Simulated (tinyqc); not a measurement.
Energy and lattice constant: complex band structure along [001] in sp3s* tight binding.

For k = (0, 0, kz) the phase sums are g0 = cos(phi) and g3 = i sin(phi), phi = kz a/4, and the s, pz, s* orbitals of anion (a) and cation (c) decouple from px, py. With z = exp(i phi), H(z) = H0 + z T + T^T/z for any complex z. H0 is diagonal (Esa, Epa, Exa, Esc, Epc, Exc). The anion-cation block is B(z) = z U + W/z and the cation-anion block z W^T + U^T/z, where U has Vss/2 (s,s), Vsapc/2 (s,z), -Vscpa/2 (z,s), Vxx/2 (z,z), Vxapc/2 (s*,z), -Vpaxc/2 (z,s*), and W has the same values with the s-z and s*-z signs reversed. |z| = 1 is a band state, |z| < 1 decays along [001] as exp(-kappa d) over a distance d, kappa = -(4/a) ln|z|. No spin-orbit coupling.

Parameters, chosen for this exercise (out of a larger set: near a published set for GaAs, fitted to gaps, whose masses and valley positions are rough (light masses up to twice too heavy); not measured data):
- p = (-8.392, 1.044, -2.675, 3.65, 8.633, 6.706, -6.489, 1.944, 5.061, 4.497, 5.75, 4.875, 4.806) eV (order Esa, Epa, Esc, Epc, Exa, Exc, Vss, Vxx, Vxy, Vsapc, Vscpa, Vxapc, Vpaxc)
- a = 5.648 angstrom (lattice constant)
- dE = 0.64 eV (E - Ev)

The slowest root of the s-pz block and the heavy-hole branch, sinh^2(kappa a/4) = ((E - Epa)(E - Epc) - Vxx^2)/(Vxx^2 - Vxy^2), at E = Ev + dE with Ev the lower root of [[Epa, Vxx], [Vxx, Epc]]; the couplings are kept when a changes.

One parameter was then changed.

Results before and after:

| case | slowest kappa (1/angstrom) | heavy-hole kappa (1/angstrom) |
|---|---|---|
| base | 0.0984 | 0.2392 |
| changed | 0.0974 | 0.2345 |

Which of these changes was made? (a) dE = 0.61 eV; (b) a = 5.817 angstrom.
Answer: (a) dE = 0.61 eV. Of the candidates, run in turn, only this one gives the changed row.

All candidates:

| case | slowest kappa (1/angstrom) | heavy-hole kappa (1/angstrom) |
|---|---|---|
| base | 0.0984 | 0.2392 |
| dE = 0.61 eV | 0.0974 | 0.2345 |
| a = 5.817 angstrom | 0.0956 | 0.2322 |

With the couplings fixed, kappa a stays, so kappa scales as 1/a.

Computed by tinyqc, a small Python program: `OMP_NUM_THREADS=1 python tinyqc.py 1480757 1480758 out.jsonl` (the numbers bound the seed that draws the inputs); one thread of a shared host (Intel(R) Xeon(R) Processor @ 2.30GHz), about 0.01 s for the whole set of steps.
